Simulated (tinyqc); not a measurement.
Thin-film transistor with exponential tail and deep states, accumulation layer: one step of the calculation.

An undoped film in accumulation, thicker than the space-charge layer. With band bending psi the Fermi level lies E0 - psi below the band edge. Free electrons n = n0 exp(psi/Vt) carry the current; electrons in two exponential distributions of traps, a = a0 exp(psi/Va) and d = d0 exp(psi/Vp), do not. Linear regime, ohmic contacts, traps in equilibrium.

Problem. Bulk densities. Va = kB Tt/q, Vp = kB Td/q; n0 = Nc exp(-E0/Vt), a0 = Nt th(T/Tt) exp(-E0/Va), d0 = Nd th(T/Td) exp(-E0/Vp), th(x) = pi x/sin(pi x).

Inputs (values chosen for the exercise); values close to those of an organic semiconductor:
```
symbol   value   unit                                        meaning
T          290      K                                    temperature
Nc      1.2e20  cm^-3                     density of extended states
Nt        8e19  cm^-3                   total density of tail states
Tt         420      K         characteristic temperature of the tail
Nd      2.5e17  cm^-3                   total density of deep states
Td        1150      K  characteristic temperature of the deep states
E0        0.49     eV           bulk Fermi level below the band edge
```

Constants: q = 1.602176634e-19 C, kB = 1.380649e-23 J/K, Vt = kB T/q. Results are converted to the units shown.

Wanted: Va; Vp; th(T/Tt); n0; a0; d0.

Solution.

Va = 0.03619 V
Vp = 0.09910 V
th(T/Tt) = 2.625
n0 = 3.662e11 cm^-3
a0 = 2.770e14 cm^-3
d0 = 1.981e15 cm^-3

Program tinyqc, `OMP_NUM_THREADS=1 python tinyqc.py 2610114 2610115 out.jsonl`; Intel Xeon 2.30GHz, shared host, one thread, about 0.02 s.
